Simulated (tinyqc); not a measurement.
Armchair graphene nanoribbon in tight binding: one step. The gap with the edge correction. Four cases, with inputs chosen for the exercise.

Problem. First order in d: for the mode p nearest to c = -1/2 the gap is 2t |1 + 2c + d w|, w = 4 sin^2(p pi/(N + 1))/(N + 1) being the weight on the two edge lines. Compare with twice the smallest |E| of H(0).

An armchair ribbon of N dimer lines, width (N - 1) sqrt3 acc/2, period 3 acc, one pz orbital a site. In line n, A_n binds to B_n with -t exp(ik/3), times (1 + d) in the two edge lines, and to B_(n-1) and B_(n+1) with -t exp(-ik/6); k runs from -pi to pi. For d = 0 the modes across the ribbon are sin(n p pi/(N + 1)), p = 1 to N, with E = -/+ t sqrt(1 + 4 c^2 + 4 c cos(k/2)), c = cos(p pi/(N + 1)).

Give: p; w; gap to first order; gap from H(0).

Case 1.

Values chosen (out of a larger set: near those used for graphene; not measured data):
- t = 2.65 eV (hopping)
- N = 3 (dimer lines)
- d = 0.12 (relative strengthening of the edge bonds)

Solution.

p = 3
w = 0.5000
gap to first order = 1.8773 eV
gap from H(0) = 1.8841 eV

First order misses the full value by -6.7 meV.

Case 2.

Values chosen (out of a larger set: near those used for graphene; not measured data):
- t = 2.7 eV (hopping)
- N = 4 (dimer lines)
- d = 0.12 (relative strengthening of the edge bonds)

Solution.

p = 3
w = 0.7236
gap to first order = 2.5315 eV
gap from H(0) = 2.5244 eV

First order misses the full value by +7.1 meV.

Case 3.

Values chosen (out of a larger set: near those used for graphene; not measured data):
- t = 2.61 eV (hopping)
- N = 7 (dimer lines)
- d = 0.07 (relative strengthening of the edge bonds)

Solution.

p = 5
w = 0.4268
gap to first order = 1.3807 eV
gap from H(0) = 1.3781 eV

First order misses the full value by +2.6 meV.

Case 4.

Values chosen (out of a larger set: near those used for graphene; not measured data):
- t = 2.96 eV (hopping)
- N = 7 (dimer lines)
- d = 0.12 (relative strengthening of the edge bonds)

Solution.

p = 5
w = 0.4268
gap to first order = 1.6922 eV
gap from H(0) = 1.6833 eV

First order misses the full value by +8.9 meV.

Computed by tinyqc, one run a case: `OMP_NUM_THREADS=1 python tinyqc.py N N+1 out.jsonl` with N = 1451176, 1451197, 1451507, 1452721; one thread of a shared Intel(R) Xeon(R) Processor @ 2.30GHz, about 0.04 s a run at most.
